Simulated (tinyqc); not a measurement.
# Single-photon avalanche diode, trigger probability and counting: effect of the excess bias

A multiplication layer of width W with the uniform field V/W; alpha = an exp(-bn/E) for electrons, beta = ap exp(-bp/E) for holes (local model, no dead space). a = alpha W, b = beta W. Electrons enter at x = 0, holes at x = W. P0 is the probability that an electron entering at 0 starts a lasting avalanche, PW the same for a hole entering at W.

Breakdown: ln(a/b) = a - b with a not equal to b. Above it PW/(1 - PW) = [P0/(1 - P0)] exp(b - a) and b ln(1 - P0) = a ln(1 - PW); the mean over pairs made evenly in the layer is Pm = ln[(1 - PW)/(1 - P0)]/(a - b). PDP = eta P0; dark counts Gd Pm; avalanche charge Cd Vx/q; afterpulse probability pa (Cd Vx/q) exp(-td/tt) Pm; true rate n = nph PDP + dark counts; measured n/(1 + n td) (non-paralysable) or n exp(-n td) (paralysable); recharge time Rq Cd.

Inputs (values chosen for the exercise); ionisation coefficients close to those of indium phosphide: electron prefactor an = 1.09e7 1/cm; electron field bn = 3.16 MV/cm; hole prefactor ap = 4.75e6 1/cm; hole field bp = 2.54 MV/cm; width of the multiplication layer W = 1 um; probability that a photon makes a pair that enters the layer eta = 0.74; thermal generation rate in the layer Gd = 88 1/s; dead time td = 50 ns; diode capacitance Cd = 13 fF; quench resistance Rq = 100 kohm; trapping probability per avalanche carrier pa = 3.8e-8; trap release time tt = 9.2 ns; photon rate nph = 1.1e5 1/s.

Constants: q = 1.602176634e-19 C. Results are converted to the units shown.

Effect of the excess bias:

| Vx (V) | Vx/VB (%) | P0 | PW | Pm | PDP | dark counts (1/s) | afterpulse (%) |
|---|---|---|---|---|---|---|---|
| 0.43 | 0.9948 | 0.09090 | 0.1579 | 0.1218 | 0.06726 | 10.71 | 7.042e-5 |
| 0.69 | 1.596 | 0.1425 | 0.2403 | 0.1881 | 0.1054 | 16.56 | 1.746e-4 |
| 1.1 | 2.545 | 0.2189 | 0.3534 | 0.2829 | 0.1620 | 24.90 | 4.186e-4 |
| 1.7 | 3.933 | 0.3205 | 0.4880 | 0.4024 | 0.2372 | 35.41 | 9.200e-4 |
| 2.7 | 6.247 | 0.4657 | 0.6514 | 0.5599 | 0.3446 | 49.28 | 0.002033 |
| 4.3 | 9.948 | 0.6444 | 0.8101 | 0.7327 | 0.4769 | 64.48 | 0.004238 |
| 6.9 | 15.96 | 0.8286 | 0.9292 | 0.8853 | 0.6132 | 77.91 | 0.008216 |
| 11 | 25.45 | 0.9561 | 0.9861 | 0.9738 | 0.7075 | 85.69 | 0.01441 |
| 17 | 39.33 | 0.9967 | 0.9991 | 0.9981 | 0.7376 | 87.84 | 0.02282 |

What does the comparison show, and why?

VB is 43.22 V. P0 rises from 0.0909 to 0.997 and PW rises from 0.158 to 0.999; P0 goes as Vx^(0.95) at the start and Vx^(0.10) at the end. Holes trigger better in every row. The afterpulse probability keeps growing, as Vx^(1.06) at the end, because the avalanche charge grows with Vx. For Vx = 11, 17 the excess bias passes a quarter of VB, where tunnelling adds dark counts that are left out here.

tinyqc, about 0.01 s, one thread, Intel Xeon 2.30GHz (shared host): `OMP_NUM_THREADS=1 python tinyqc.py 2630104 2630105 out.jsonl`
